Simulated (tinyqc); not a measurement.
# Deformation potential from the mobility gain

Problem. Tension X along [100] raises the x valleys by D = Xu (s11 - s12) X against the y and z valleys. Their share is f = w/(w + 2), w = exp(-D/Vt), and for current along [100] mu/mu0 = [f/ml + (1 - f)/mt]/[(1/ml + 2/mt)/3]. Find f, D and Xu.

Values chosen for this exercise; values close to those of silicon: temperature T = 300 K; compliance s11 = 7.87 1/TPa; compliance s12 = -2.15 1/TPa; longitudinal mass ml = 0.89 m0; transverse mass mt = 0.191 m0.

Constants: q = 1.602176634e-19 C, kB = 1.380649e-23 J/K, Vt = kB T/q. Results are converted to the units shown.

mu/mu0 = 1.08644187
X = 110 MPa

Answer. The gain is linear in f; w = 2 f/(1 - f).

f = 0.252
D = 10.2 meV
Xu = 9.25 eV

Computed by the program tinyqc: `OMP_NUM_THREADS=1 python tinyqc.py 2530044 2530045 out.jsonl`, one thread of a shared Intel Xeon 2.30GHz, about 0.01 s for the whole run.
